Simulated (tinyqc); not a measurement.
Worked calculation: propagation of a band-gap error through k.p and effective-mass formulas. Values are carried at full precision from step to step, so a last printed digit may differ when a step is redone from the rounded ones.

Chain, for a gap E (the reference Eg or another value), with Ep and Dso kept: 1/me = 1 + Ep (E + 2 Dso/3)/(E (E + Dso)); g* = 2 - 2 Ep Dso/(3 E (E + Dso)); g1(E) = g1 + (Ep/3)(1/E - 1/Eg), g2(E) = g2 + (Ep/6)(1/E - 1/Eg), light hole 1/(g1 + 2 g2), heavy hole 1/(g1 - 2 g2) along [100]; optical constant ei(E) = 1 + (ei - 1)(EP/(EP + E - Eg))^2, static e0(E) = ei(E) + e0 - ei.

Constants: Ry = 13.60569312 eV; a0 (Bohr radius) = 0.5291772105 angstrom; kB = 8.617333262e-05 eV/K; hbar^2/2m0 = 3.80998211 eV angstrom^2.

Inputs chosen for the exercise (reference values near those of GaAs, gap at low temperature; not measured data):
- Eg = 1.511 eV (gap at Gamma to the s-like level)
- Dso = 0.342 eV (spin-orbit splitting)
- Ep = 25.4 eV (Kane energy)
- g1 = 6.97 (Luttinger gamma1)
- g2 = 2.06 (gamma2)
- e0 = 13.12 (static dielectric constant)
- ei = 11.03 (optical dielectric constant)
- EP = 5 eV (mean (Penn) gap)
- Eg2 = 0.695 eV (a wrong gap, of the size a semi-local functional can give)
- mh = 0.5 m0 (density-of-states mass of the holes)
- T = 400 K (temperature)
- k = 0.028 1/angstrom (wave vector)

## Masses, g factor and screening for both gaps

Evaluate the chain at Eg and at Eg2.

Band values at the two gaps:

| quantity | at Eg | at Eg2 | ratio |
|---|---|---|---|
| me | 0.05961 | 0.02982 | 0.500 |
| g* | -0.06837 | -6.035 | - |
| g1 | 6.970 | 13.55 | 1.944 |
| g2 | 2.060 | 5.349 | 2.597 |
| light hole | 0.09017 | 0.04124 | 0.457 |
| heavy hole | 0.3509 | 0.3509 | 1.000 |
| ei | 11.03 | 15.32 | 1.389 |
| e0 | 13.12 | 17.41 | 1.327 |

The gap is off by a factor of 0.46; the electron mass follows with 0.50 and the light hole with 0.46, while the heavy hole, which does not couple to the conduction level, keeps its value. The optical constant changes less, by +39 %, as it answers to the mean gap, which shifts by the same -0.82 eV on a base of 5 eV. g* moves by -5.97; near zero it is a difference of larger terms, and remote bands, left out here, shift it by tenths.

## Binding energies and densities for both gaps

Donor: R = Ry me/e0^2, a_B = a0 e0/me, Mott density (0.26/a_B)^3. Nc, Nv = 2 (m kT/(4 pi c))^(3/2), c = hbar^2/2m0, ni = sqrt(Nc Nv) exp(-E/2kT). Exciton: Ry mu/e0^2 with 1/mu = 1/me + g1(E). 1 angstrom^-3 = 1e24 cm^-3.

Use the values of the table.

Results:

| quantity | at Eg | at Eg2 | ratio |
|---|---|---|---|
| R (meV) | 4.712 | 1.338 | 0.284 |
| a_B (angstrom) | 116.5 | 309.0 | 2.65 |
| Mott density (cm^-3) | 1.112e+16 | 5.959e+14 | 0.0536 |
| Nc (cm^-3) | 5.623e+17 | 1.990e+17 | 0.354 |
| ni (cm^-3) | 8.391e+08 | 6.900e+13 | 8.22e+04 |
| exciton (meV) | 3.329 | 0.9531 | 0.286 |

Power laws carry the error on: the donor energy (me/e0^2) by a factor of 0.284, the Mott density (cube of me/e0) by 0.0536. ni, with its exponential, changes by a factor of 8.22e+04, that is 4.9 decades.

## A scissor shift and what it does not mend

A rigid shift D = Eg - Eg2 of the conduction band restores the gap but leaves the curvature, so the mass stays me(Eg2); redoing the sum 1/m = 1 + Ep (E + 2 Dso/3)/(E (E + Dso)) with E = Eg and the same Ep gives another mass. For optics, eps2 at the edge goes as |p|^2/E^2: a rigid shift keeps the dipole elements p/E, while shifting the energies under unchanged p scales eps2 by (Eg2/Eg)^2.

shift D = 0.816 eV
mass under a rigid shift = 0.0298 m0
mass from the sum with the corrected gap = 0.0596 m0
factor on eps2 if p is left unscaled = 0.212

The rigid shift leaves the mass off by a factor of 0.50. The mass from the corrected gap is the reference me(Eg) here, because the exercise keeps Ep fixed; a real correction of the gap depends on k and changes Ep as well.

## Far from the edge the relative error shrinks

Two-level dispersion E(k) = sqrt(E^2/4 + Ep c k^2) - E/2 at k/4, k, 4k for both gaps, c = hbar^2/2m0.

Energies above the edge:

| k (1/angstrom) | at Eg (eV) | at Eg2 (eV) | ratio |
|---|---|---|---|
| 0.00700 | 0.0031 | 0.0068 | 2.158 |
| 0.02800 | 0.0486 | 0.0959 | 1.972 |
| 0.11200 | 0.5804 | 0.8078 | 1.392 |

The ratio tends to Eg/Eg2 = 2.17 at k = 0 and goes from 2.158 to 1.392: at large k both curves approach the same slope sqrt(Ep c), while their distance in eV grows towards |Eg - Eg2|/2.

## Checks

- Chain at E = Eg against the inputs g1, g2, ei, e0: they agree to 1e-10 or better.

Computed by tinyqc, a small Python program: `OMP_NUM_THREADS=1 python tinyqc.py 1880784 1880785 out.jsonl` (the numbers bound the seed that draws the inputs); one thread of a shared host (Intel(R) Xeon(R) Processor @ 2.30GHz), about 0.01 s for the whole set of steps.
